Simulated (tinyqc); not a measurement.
Schottky barrier with interface states (Cowley-Sze model), image lowering and contact resistance: one step, computed by the program tinyqc. Command: `OMP_NUM_THREADS=1 python tinyqc.py 3010877 3010878 out.jsonl pinning walk`. One thread of a shared host (Intel(R) Xeon(R) Processor @ 2.30GHz), about 0.01 s of CPU time with the checks.

An n-type semiconductor under a metal. The barrier lies between the Schottky-Mott limit phi_M - chi and the Bardeen limit E_g - E_n, E_n being the neutrality level of the interface states; the space-charge term of the full Cowley-Sze expression is left out.

Question. Thermionic current. A* = 4 pi e m_e M_c k_B^2/h^3 (a simple valley count); J_s = A* T^2 exp(-phi/k_B T). J_0 uses phi_B; the reverse current uses phi_B less the image lowering, times 1 - exp(-V_r/k_B T).

Inputs (values chosen for the exercise, for a model semiconductor):
```
quantity           value  unit
electron mass m_e  0.239   m_0
valleys M_c            1     -
temperature T        300     K
reverse bias V_r       4     V
```

Pinning factor from: Moench relation.

barrier phi_B = 1.182094 eV

image lowering = 0.04128335 eV

Constants: e = 1.602176634e-19 C; m_0 = 9.1093837015e-31 kg; k_B = 1.380649e-23 J/K; h = 6.62607015e-34 J s; k_B = 8.617333262e-05 eV/K.

Give: Richardson constant A*; J_0; thermionic reverse current.

Answer.

Richardson constant A* = 28.72 A cm^-2 K^-2

J_0 = 3.582e-14 A/cm^2

thermionic reverse current = 1.769e-13 A/cm^2

Image lowering raises the reverse current by a factor 4.94.
